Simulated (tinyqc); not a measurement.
Self-heating of a transistor with one or more fingers, with temperature-dependent conductivity: one step, computed by the program tinyqc. Command: `OMP_NUM_THREADS=1 python tinyqc.py 3026188 3026189 out.jsonl selfheat walk`. One thread of a shared host (Intel(R) Xeon(R) Processor @ 2.30GHz), about 0.05 s of CPU time with the checks.

N long parallel fingers lie on the top face of a slab whose bottom is held at T_0; the top is otherwise insulated, and heat flows in two dimensions. P in W/mm is 1000 P in W/m.

Task: Linear temperature rise of each finger. theta_i = (P/(pi kappa_0)) [g_0 + sum over j != i of g(|i - j| s)], with equal powers and constant conductivity; thermal resistance = largest theta/P.

Inputs (values chosen for the exercise, modelled on gallium nitride): conductivity at the base temperature kappa_0 = 141 W/(m K); power per gate width P = 0.94 W/mm; fingers N = 3.

Power: fixed power.

own factor g_0 = 8.090479

g(j s), j = 1..7: 2.487618  1.801354  1.407215  1.135092  0.931463  0.772279  0.644521

Give: theta of each finger; largest theta; thermal resistance.

Result:

theta of each finger (K): 26.27  27.73  26.27

largest theta = 27.73 K

thermal resistance = 29.50 K mm/W

The neighbours supply 38 % of the rise of the hottest finger, which runs 1.5 K above the outer ones.
